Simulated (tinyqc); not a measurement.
CMOS inverter, nodal equation and switching: two steps of the calculation.

An n-channel pull-down (bn, VTn) and a p-channel pull-up (bp, VTp) share the input Vin and the output node Vout, which carries the load C. Transistor (EKV form, voltages against the body): I = 2 n b Vt^2 [F(vp - Vs) - F(vp - Vd)] from drain to source, F(v) = ln^2(1 + exp(v/(2 Vt))), vp = (Vg - VT + sg |Vd - Vs|)/n. n-channel bodies are at 0; for the p-channel device all voltages are counted down from Vdd. b in uA/V^2 gives I in uA. Static: In = Ip. Transient: C dVout/dt = Ip - In. No velocity saturation, no gate capacitance beyond C.

Values chosen for this exercise:

| symbol | value | unit | meaning |
|---|---|---|---|
| T | 250 | K | temperature |
| Vdd | 0.75 | V | supply voltage |
| n | 1.24 |  | slope factor |
| sg | 0.047 |  | drain-induced barrier lowering |
| VTn | 0.32 | V | n-channel threshold |
| VTp | 0.39 | V | p-channel threshold (magnitude) |
| bn | 390 | uA/V^2 | gain factor of the pull-down transistor |
| bp | 390 | uA/V^2 | gain factor of the pull-up transistor |
| Vin | 0.4 | V | input voltage |

Constants: q = 1.602176634e-19 C, kB = 1.380649e-23 J/K, Vt = kB T/q. Results are converted to the units shown.

Task 1. Output voltage by Newton steps. f = In - Ip at (Vin, Vout); G = df/dVout by a central difference with +/- 1e-6 V; Vout(new) = Vout - f/G, the step limited to +/- 0.1 V.

Vout after iteration 1 = 0.28 V

Give: In; Ip; G; Vout after iteration 2.

Result 1.

In = 1.6287 uA
Ip = 0.13066 uA
G = 1.4596 uS
Vout after iteration 2 = 0.18000 V

Task 2. Transfer curve. For each Vin solve In = Ip; gain = dVout/dVin.

Vin, point 0 to 10 (V): [0, 0.075, 0.15, 0.225, 0.3, 0.375, 0.45, 0.525, 0.6, 0.675, 0.75]

Wanted: Vout; supply current; gain.

Result 2.

Vout, point 0 to 10 (V): [0.7500, 0.7500, 0.7500, 0.7493, 0.7336, 0.0209, 0.0009, 0.0000, 0.0000, 0.0000, 0.0000]
supply current, point 0 to 10 (uA): [1.049e-5, 1.713e-4, 0.002677, 0.03586, 0.3151, 0.3553, 0.04216, 0.003205, 2.061e-4, 1.264e-5, 7.661e-7]
gain, point 0 to 10: [0.000, 0.000, -0.001, -0.029, -0.771, -1.042, -0.036, -0.002, 0.000, 0.000, 0.000]

The switching point Vin = Vout lies at 0.3416 V, with a gain of -21.3.

tinyqc, about 0.04 s, one thread, Intel Xeon 2.30GHz (shared host): `OMP_NUM_THREADS=1 python tinyqc.py 2340092 2340093 out.jsonl`
